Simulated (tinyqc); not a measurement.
Electroplating on a thin resistive seed layer: kinetics, Wagner number and the terminal effect across a wafer: one step, computed by the program tinyqc. Command: `OMP_NUM_THREADS=1 python tinyqc.py 3120263 3120264 out.jsonl terminal walk`. One thread of a shared host (Intel(R) Xeon(R) Processor @ 2.30GHz), about 0.02 s of CPU time with the checks.

Current enters the seed at the rim. The bath is treated as a local resistance per area (no lateral flow in the liquid), two electrons per ion, molar volume 7.11 cm^3/mol, Faraday constant F = e N_A, kinematic viscosity 0.01 cm^2/s, omega = 2 pi x rpm/60; k_B T/e is in volts.

Question. Rate, limit and resistances. Growth rate = i V_m/(2 F). Levich limit i_L = 0.62 x 2 F D^(2/3) omega^(1/2) nu^(-1/6) c. Tafel overpotential eta = (k_B T/(alpha e)) ln(i/i_0); kinetic resistance k_B T/(alpha e i); bath resistance h/kappa + plate; R_s = resistivity/t; Wagner number = kinetic resistance x kappa/R.

Inputs (values chosen for the exercise, of the order of those for copper plating from an acid sulfate bath): wafer radius R = 7.5 cm; seed thickness t = 8.9 nm; seed resistivity = 24 microohm cm; bath conductivity kappa = 0.097 S/cm; gap to the anode h = 2 cm; extra resistance of a porous plate = 290 ohm cm^2; exchange current density i_0 = 0.55 mA/cm^2; cathodic transfer coefficient alpha = 0.7; mean current density = 13 mA/cm^2; diffusivity of the metal ion = 5.2e-06 cm^2/s; metal ion concentration = 0.44 mol/L; rotation rate = 30 rpm; temperature T = 298 K.

Constants: e = 1.602176634e-19 C; N_A = 6.02214076e+23 1/mol; k_B = 8.617333262e-05 eV/K.

Give: growth rate; limiting current i_L; overpotential; kinetic resistance; bath resistance R_b; sheet resistance R_s; Wagner number.

Answer.

growth rate = 287.4 nm/min

limiting current i_L = 60.34 mA/cm^2

overpotential = 116.0 mV

kinetic resistance = 2.822 ohm cm^2

bath resistance R_b = 310.6 ohm cm^2

sheet resistance R_s = 26.97 ohm/square

Wagner number = 0.03650
